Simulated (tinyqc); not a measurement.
Line constants from open and short measurements.

Inverse problem. A uniform line of length len, under a quarter wavelength, has Z_open = Zc coth(gamma len) and Z_short = Zc tanh(gamma len); gamma Zc = r + i w l and gamma/Zc = g + i w c, w = 2 pi f. Find r, l and c.

Parameters, values chosen for the exercise:
- len = 2.4 mm (length)
- f = 0.34 GHz (frequency)

Zin with the far end open = 48.4182-2342.3726i ohm
Zin with the far end shorted = 4.6668097+2.3972907i ohm

Answer. The product of the two impedances is Zc^2 and their ratio tanh^2(gamma len); the principal branch holds below a quarter wavelength.

r = 1.943 ohm/mm
l = 0.4680 nH/mm
c = 83.21 pF/m

Program tinyqc, `OMP_NUM_THREADS=1 python tinyqc.py 2810175 2810176 out.jsonl`; Intel Xeon 2.30GHz, shared host, one thread, about 0.01 s.
